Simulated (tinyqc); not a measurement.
From a target to a composition: virtual-crystal alloy in the empirical-pseudopotential method. Three cases, with inputs chosen for the exercise.

Problem. The gap from the valence top to the fifth band at L = (1/2,1/2,1/2) is given; it is monotonic in x. Find x.

Empirical pseudopotential on the fcc lattice, atoms at +/- tau, tau = a (1,1,1)/8, no spin-orbit coupling. H(G,G') = c (2 pi/a)^2 |k + G|^2 delta + VS(q) cos(q.tau) + i VA(q) sin(q.tau), q = G - G', c = hbar^2/2m0; k and G in units of 2 pi/a; VS at |q|^2 = 3, 8, 11 and VA at 3, 4, 11, in rydberg, zero elsewhere. At each k the basis holds all G with |k + G|^2 up to 16; energies are counted from the fourth level at Gamma.

Virtual crystal A(1-x)B(x): a = (1 - x) a_A + x a_B. Rule linear: V = (1 - x) V_A + x V_B. Rule volume: V = [(1 - x) a_A^3 V_A + x a_B^3 V_B]/a^3, since a form factor is an atomic potential divided by the cell volume.

Constants: hbar^2/2m0 = 3.80998211 eV angstrom^2; Ry = 13.60569312 eV.

Find: x; a.

Case 1.

Values chosen (classic local form factors of the size used for Si (A) and Ge (B), which place X and L only to a few tenths of an eV; not measured data):
- a = (5.42, 5.656) angstrom (lattice constants of A, B)
- VSA = (-0.211, 0.04, 0.079) Ry (symmetric form factors of A)
- VAA = (0, 0, 0) Ry (antisymmetric form factors of A)
- VSB = (-0.233, 0.01, 0.061) Ry (symmetric form factors of B)
- VAB = (0, 0, 0) Ry (antisymmetric form factors of B)
- rule = linear (mixing rule)

gap to L = 1.71172 eV

Solution.

x = 0.11
a = 5.446 angstrom

Bisect on x between the ends, where the gap to L is 1.792 and 0.996 eV; a straight line between them would give x = 0.10.

Case 2.

Values chosen (classic local form factors of the size used for Si (A) and Ge (B), which place X and L only to a few tenths of an eV; not measured data):
- a = (5.437, 5.663) angstrom (lattice constants of A, B)
- VSA = (-0.208, 0.04, 0.081) Ry (symmetric form factors of A)
- VAA = (0, 0, 0) Ry (antisymmetric form factors of A)
- VSB = (-0.227, 0.009, 0.061) Ry (symmetric form factors of B)
- VAB = (0, 0, 0) Ry (antisymmetric form factors of B)
- rule = volume (mixing rule)

gap to L = 1.42219 eV

Solution.

x = 0.45
a = 5.539 angstrom

Bisect on x between the ends, where the gap to L is 1.848 and 0.921 eV; a straight line between them would give x = 0.46.

Case 3.

Values chosen (classic local form factors of the size used for GaP (A) and InP (B), which place X and L only to a few tenths of an eV; not measured data):
- a = (5.436, 5.863) angstrom (lattice constants of A, B)
- VSA = (-0.216, 0.03, 0.072) Ry (symmetric form factors of A)
- VAA = (0.123, 0.071, 0.02) Ry (antisymmetric form factors of A)
- VSB = (-0.235, 0.009, 0.059) Ry (symmetric form factors of B)
- VAB = (0.072, 0.051, 0.01) Ry (antisymmetric form factors of B)
- rule = linear (mixing rule)

gap to L = 2.15779 eV

Solution.

x = 0.79
a = 5.773 angstrom

Bisect on x between the ends, where the gap to L is 2.590 and 2.003 eV; a straight line between them would give x = 0.74.

Computed by tinyqc, one run a case: `OMP_NUM_THREADS=1 python tinyqc.py N N+1 out.jsonl` with N = 1050255, 1050263, 1050270; one thread of a shared Intel(R) Xeon(R) Processor @ 2.30GHz, about 0.2 s a run at most.
